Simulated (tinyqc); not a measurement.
Worked calculation: UHF in the sto-3g basis, for H3, spin multiplicity 2. One step of it, computed by the program tinyqc.

Problem. Iteration 1: building the Fock matrix. J_ij = sum D_kl (ij|kl) with D = D(alpha) + D(beta), K_ij = sum D_kl (ik|jl) for each spin; F = H + J - K(s); E = tr D H + tr D J / 2 - 0.5 sum_s tr D(s) K(s) + E_nn.

D(alpha) at the start, order 1H 1s, 2H 1s, 3H 1s:
$$\begin{pmatrix}
0.278360 & 0.176213 & 0.177035 \\
0.176213 & 0.959466 & -0.734689 \\
0.177035 & -0.734689 & 0.958197
\end{pmatrix}$$

D(beta) at the start, order 1H 1s, 2H 1s, 3H 1s:
$$\begin{pmatrix}
0.278360 & 0.176549 & 0.176699 \\
0.176549 & 0.111976 & 0.112071 \\
0.176699 & 0.112071 & 0.112166
\end{pmatrix}$$

core Hamiltonian H = T + V (hartree), order 1H 1s, 2H 1s, 3H 1s:
$$\begin{pmatrix}
-1.617809 & -1.116241 & -1.116750 \\
-1.116241 & -1.492187 & -0.811093 \\
-1.116750 & -0.811093 & -1.492411
\end{pmatrix}$$

Two-electron integrals (ij|kl) in chemists' order, unique and non-zero (hartree):
```
(11|11) 0.774606   (21|11) 0.371825   (21|21) 0.217961   (22|11) 0.521285
(22|21) 0.371825   (22|22) 0.774606   (31|11) 0.372041   (31|21) 0.189598
(31|22) 0.280175   (31|31) 0.218182   (32|11) 0.227963   (32|21) 0.138419
(32|22) 0.243166   (32|31) 0.138479   (32|32) 0.103271   (33|11) 0.521432
(33|21) 0.280094   (33|22) 0.430201   (33|31) 0.372041   (33|32) 0.243166
(33|33) 0.774606
```

nuclear repulsion = 1.67030841 hartree

Give: Coulomb J; exchange K(alpha); exchange K(beta); F(alpha); F(beta); total energy of this density.

Solution.

Coulomb J (hartree), order 1H 1s, 2H 1s, 3H 1s:
$$\begin{pmatrix}
1.790 & 1.021 & 1.021 \\
1.021 & 1.738 & 0.715 \\
1.021 & 0.715 & 1.738
\end{pmatrix}$$

exchange K(alpha) (hartree), order 1H 1s, 2H 1s, 3H 1s:
$$\begin{pmatrix}
0.618 & 0.490 & 0.490 \\
0.490 & 0.726 & 0.275 \\
0.490 & 0.275 & 0.725
\end{pmatrix}$$

exchange K(beta) (hartree), order 1H 1s, 2H 1s, 3H 1s:
$$\begin{pmatrix}
0.570 & 0.412 & 0.412 \\
0.412 & 0.394 & 0.315 \\
0.412 & 0.315 & 0.394
\end{pmatrix}$$

F(alpha) (hartree), order 1H 1s, 2H 1s, 3H 1s:
$$\begin{pmatrix}
-0.446 & -0.585 & -0.585 \\
-0.585 & -0.479 & -0.371 \\
-0.585 & -0.371 & -0.479
\end{pmatrix}$$

F(beta) (hartree), order 1H 1s, 2H 1s, 3H 1s:
$$\begin{pmatrix}
-0.398 & -0.507 & -0.508 \\
-0.507 & -0.148 & -0.411 \\
-0.508 & -0.411 & -0.148
\end{pmatrix}$$

total energy of this density = -1.41490 hartree
